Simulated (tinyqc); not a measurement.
Worked calculation: Hubbard ring of 4 sites. Computed by tinyqc, a small Python program that keeps every step. Settings: hopping = 1.47, U = 8.9, mixing = 1, iteration cap = 60. Command: `OMP_NUM_THREADS=1 python tinyqc.py 29754 29755 out.jsonl` (the two numbers bound the seeds that draw the settings). One thread of a shared host (Intel(R) Xeon(R) Processor @ 2.60GHz), about 0.2 s of CPU time with the checks. Later iterations appear only in the table of the cycle.

## Mean-field iteration 1

one-body matrix (hopping and site energies) (eV), order 1, 2, 3, 4:
```
[[-0.410000, -1.470000, 0.000000, -1.470000],
 [-1.470000, -0.400000, -1.470000, 0.000000],
 [0.000000, -1.470000, 0.830000, -1.470000],
 [-1.470000, 0.000000, -1.470000, 0.680000]]
```

U = 8.900000 eV

electrons, up and down: [1, 1]

mixing = 1

n(up) at the start (a guess, not normalised): [0.250000, 0.250000, 0.250000, 0.250000]

n(down) at the start (a guess): [0.250000, 0.250000, 0.250000, 0.250000]

H(up) = T + U n(down), H(down) = T + U n(up); fill the lowest levels; n(new) = n + mixing (n(out) - n); E = tr T (rho up + rho down) + U sum n_up n_down of the output.

levels, up (eV): [-0.650709, 2.285239, 2.514062, 5.451408]

levels, down (eV): [-0.650709, 2.285239, 2.514062, 5.451408]

energy = -3.226661 eV

n(up) after iteration 1: [0.345472, 0.337812, 0.152951, 0.163765]

n(down) after iteration 1: [0.345472, 0.337812, 0.152951, 0.163765]

## Mean-field iteration 2

As before.

levels, up (eV): [-0.558895, 2.366603, 2.433390, 5.358902]

levels, down (eV): [-0.558895, 2.366603, 2.433390, 5.358902]

energy = -3.028993 eV

n(up) after iteration 2: [0.208604, 0.212262, 0.286607, 0.292527]

n(down) after iteration 2: [0.208604, 0.212262, 0.286607, 0.292527]

## Mean-field iteration 3

As before.

levels, up (eV): [-0.810910, 2.129383, 2.670268, 5.611259]

levels, down (eV): [-0.810910, 2.129383, 2.670268, 5.611259]

energy = -2.830938 eV

n(up) after iteration 3: [0.390305, 0.377394, 0.113207, 0.119094]

n(down) after iteration 3: [0.390305, 0.377394, 0.113207, 0.119094]

## Convergence

Each step fills the lowest levels of T + U n(other spin) and sets n(new) = n + mixing (n(out) - n); stop when output and input agree to 1e-8.

Course of the cycle:
```
iteration       E (eV)  largest |n(out) - n(in)|  mean |n_up - n_down|
1          -3.22666134                  9.70e-02              0.000000
2          -3.02899340                  1.37e-01              0.000000
3          -2.83093789                  1.82e-01              0.000000
4          -2.30606389                  2.38e-01              0.000000
5          -2.19342267                  2.78e-01              0.000000
6          -1.49270021                  3.27e-01              0.000000
7          -1.77827628                  3.48e-01              0.000000
8          -1.11950860                  3.69e-01              0.000000
9          -1.64117489                  3.76e-01              0.000000
10         -1.01621505                  3.85e-01              0.000000
11         -1.60541120                  3.87e-01              0.000000
...                ...                       ...                   ...
50         -1.11449372                  4.88e-01              0.000000
51         -1.41984847                  4.93e-01              0.000000
52         -1.12971712                  4.94e-01              0.000000
53         -1.39933274                  5.00e-01              0.000000
54         -1.14700779                  5.00e-01              0.000000
55         -1.37544208                  5.06e-01              0.000000
56         -1.16685756                  5.07e-01              0.000000
57         -1.34720270                  5.14e-01              0.000000
58         -1.18989482                  5.15e-01              0.000000
59         -1.31328555                  5.22e-01              0.000000
60         -1.21691229                  5.23e-01              0.000000
```

Not converged within 60 iterations: the residual wanders without falling. The lowest mean-field energy found from random starts is -3.72803 eV. Reruns (cap 100 unless said): mixing 0.2: converged in 34 to a higher stationary point (E = -3.39642); mixing 0.5: converged in 13 to a higher stationary point (E = -3.39642); mixing 0.9: not converged; the original settings with a cap of 400: not converged.

## The many-body Hamiltonian

Basis: all placements (u, d, 2, 0 on each site), up operators ordered before down ones; hops carry the sign of the same-spin electrons passed.

H (eV), order 2000, ud00, u0d0, u00d, du00, 0200, 0ud0, 0u0d, d0u0, 0du0, 0020, 00ud, d00u, 0d0u, 00du, 0002:
```
[[8.080000, -1.470000, 0.000000, -1.470000, -1.470000, 0.000000, 0.000000, 0.000000, 0.000000, 0.000000, 0.000000, 0.000000, -1.470000, 0.000000, 0.000000, 0.000000],
 [-1.470000, -0.810000, -1.470000, 0.000000, 0.000000, -1.470000, 0.000000, 0.000000, 0.000000, 0.000000, 0.000000, 0.000000, 0.000000, -1.470000, 0.000000, 0.000000],
 [0.000000, -1.470000, 0.420000, -1.470000, 0.000000, 0.000000, -1.470000, 0.000000, 0.000000, 0.000000, 0.000000, 0.000000, 0.000000, 0.000000, -1.470000, 0.000000],
 [-1.470000, 0.000000, -1.470000, 0.270000, 0.000000, 0.000000, 0.000000, -1.470000, 0.000000, 0.000000, 0.000000, 0.000000, 0.000000, 0.000000, 0.000000, -1.470000],
 [-1.470000, 0.000000, 0.000000, 0.000000, -0.810000, -1.470000, 0.000000, -1.470000, -1.470000, 0.000000, 0.000000, 0.000000, 0.000000, 0.000000, 0.000000, 0.000000],
 [0.000000, -1.470000, 0.000000, 0.000000, -1.470000, 8.100000, -1.470000, 0.000000, 0.000000, -1.470000, 0.000000, 0.000000, 0.000000, 0.000000, 0.000000, 0.000000],
 [0.000000, 0.000000, -1.470000, 0.000000, 0.000000, -1.470000, 0.430000, -1.470000, 0.000000, 0.000000, -1.470000, 0.000000, 0.000000, 0.000000, 0.000000, 0.000000],
 [0.000000, 0.000000, 0.000000, -1.470000, -1.470000, 0.000000, -1.470000, 0.280000, 0.000000, 0.000000, 0.000000, -1.470000, 0.000000, 0.000000, 0.000000, 0.000000],
 [0.000000, 0.000000, 0.000000, 0.000000, -1.470000, 0.000000, 0.000000, 0.000000, 0.420000, -1.470000, 0.000000, -1.470000, -1.470000, 0.000000, 0.000000, 0.000000],
 [0.000000, 0.000000, 0.000000, 0.000000, 0.000000, -1.470000, 0.000000, 0.000000, -1.470000, 0.430000, -1.470000, 0.000000, 0.000000, -1.470000, 0.000000, 0.000000],
 [0.000000, 0.000000, 0.000000, 0.000000, 0.000000, 0.000000, -1.470000, 0.000000, 0.000000, -1.470000, 10.560000, -1.470000, 0.000000, 0.000000, -1.470000, 0.000000],
 [0.000000, 0.000000, 0.000000, 0.000000, 0.000000, 0.000000, 0.000000, -1.470000, -1.470000, 0.000000, -1.470000, 1.510000, 0.000000, 0.000000, 0.000000, -1.470000],
 [-1.470000, 0.000000, 0.000000, 0.000000, 0.000000, 0.000000, 0.000000, 0.000000, -1.470000, 0.000000, 0.000000, 0.000000, 0.270000, -1.470000, 0.000000, -1.470000],
 [0.000000, -1.470000, 0.000000, 0.000000, 0.000000, 0.000000, 0.000000, 0.000000, 0.000000, -1.470000, 0.000000, 0.000000, -1.470000, 0.280000, -1.470000, 0.000000],
 [0.000000, 0.000000, -1.470000, 0.000000, 0.000000, 0.000000, 0.000000, 0.000000, 0.000000, 0.000000, -1.470000, 0.000000, 0.000000, -1.470000, 1.510000, -1.470000],
 [0.000000, 0.000000, 0.000000, -1.470000, 0.000000, 0.000000, 0.000000, 0.000000, 0.000000, 0.000000, 0.000000, -1.470000, -1.470000, 0.000000, -1.470000, 10.260000]]
```

## Exact diagonalisation (16 states)

Lowest levels of the sector, and the double occupancy of the lowest state.

lowest levels (eV): [-4.595751, -2.815470, -2.586647, -0.958973, -0.543533, 0.349301]

double occupancy per site = 0.013338

## The lowest level by Lanczos steps

From a random start vector (not printed): a_j = <q_j|H|q_j>, b_j = norm of the remainder after orthogonalising; the Ritz value is the lowest eigenvalue of the tridiagonal matrix of a and b so far.

Lanczos:
```
j    a_j (eV)  b_j (eV)  lowest Ritz value (eV)
1    0.984479  6.509977              0.98447868
2    4.760120  3.532756             -3.90587586
3    4.583029  4.319775             -4.43835864
4    5.682153  2.523964             -4.57064053
5    1.770213  2.460504             -4.58826817
6   -0.818043  0.883189             -4.59524557
7    0.093831  2.120202             -4.59570026
8    7.472747  3.972433             -4.59574227
9    4.122398  2.191805             -4.59575050
10   3.843017  3.603315             -4.59575120
```
